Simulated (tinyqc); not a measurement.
Raising the sheet density: inversion layer as a triangular well, valleys of the Si type.

Six ellipsoidal valleys with their long axes along the cube axes, mass ml along the axis and mt across it. For a valley whose axis makes the angle theta with the surface normal, 1/m_z = cos^2(theta)/ml + sin^2(theta)/mt sets the confinement; in the plane the masses are m_1 = mt and m_2 = ml mt/m_z, and m_d = sqrt(m_1 m_2).

The field is taken as constant, e F = 4 pi (e^2/4 pi eps0)(Nd + eta Ns)/eps, with 1e12/cm^2 = 1e-4/angstrom^2, and the oxide as a hard wall at z = 0; c = hbar^2/2m0.

Level j of a valley lies at E_j = a_j (c (e F)^2/m_z)^(1/3) above the band edge at the surface, with the Airy zeros a_j = 2.338107, 4.087949, 5.520560, 6.786708, 7.944134, 9.022651, 10.040174, 11.008524, 11.936016, 12.828777, and has <z> = 2 E_j/(3 e F).

Subband i holds n_i = g m_d/(2 pi c) kB T ln(1 + exp((EF - E_i)/kB T)) (spin included), and EF is fixed by sum n_i = Ns over the levels listed or, where none are listed, over j = 0 to 9 of each group; 1e12/cm^2 = 1e-4/angstrom^2.

Constants: hbar^2/2m0 = 3.80998211 eV angstrom^2; e^2/(4 pi eps0) = 14.39964547 eV angstrom; kB = 8.617333262e-05 eV/K.

Values chosen for the exercise (near those of Si; shifted at random, so the results belong to these values and not to a real crystal): ml = 0.917 m0 (longitudinal mass); mt = 0.189 m0 (transverse mass); eps = 11.5 (dielectric constant); Nd = 2.7 x 1e12/cm^2 (depletion charge); eta = 0.75 (share of Ns in the effective field); face = 100 (surface); T = 150 K (temperature); Nss = (1, 2, 3, 5, 8, 12) x 1e12/cm^2 (sheet densities).

Valleys (masses in m0):

| valleys g | cos^2(theta) | m_z | m_1 | m_2 | m_d |
|---|---|---|---|---|---|
| 2 | 1.00000 | 0.91700 | 0.18900 | 0.18900 | 0.18900 |
| 4 | 0.00000 | 0.18900 | 0.18900 | 0.91700 | 0.41631 |

The field, the ladders and EF anew for each Ns.

Results:

| Ns (1e12/cm^2) | F (MV/cm) | lowest E (eV) | next - lowest (meV) | EF - lowest (meV) | share of lowest (%) | <z> (angstrom) |
|---|---|---|---|---|---|---|
| 1.0 | 0.543 | 0.1161 | 80.4 | -6.1 | 98.7 | 14.4 |
| 2.0 | 0.661 | 0.1324 | 91.7 | 6.4 | 99.3 | 13.4 |
| 3.0 | 0.779 | 0.1477 | 102.3 | 15.5 | 99.6 | 12.7 |
| 5.0 | 1.015 | 0.1762 | 122.1 | 30.4 | 99.8 | 11.6 |
| 8.0 | 1.369 | 0.2151 | 149.0 | 50.4 | 99.9 | 10.5 |
| 12.0 | 1.841 | 0.2621 | 181.6 | 75.9 | 100.0 | 9.5 |

What does the comparison show, and why?

Levels scale as F^(2/3): the field grows by 3.39 and the lowest level by 2.26. The layer thins from 14.4 to 9.5 angstrom. EF passes the lowest edge between 1 and 2 e12/cm^2. The share of the lowest subband rises throughout: the spacing grows faster than the band fills.

(tinyqc, `OMP_NUM_THREADS=1 python tinyqc.py 1281766 1281767 out.jsonl`, Intel(R) Xeon(R) Processor @ 2.30GHz, 1 thread, shared host, about 0.03 s.)
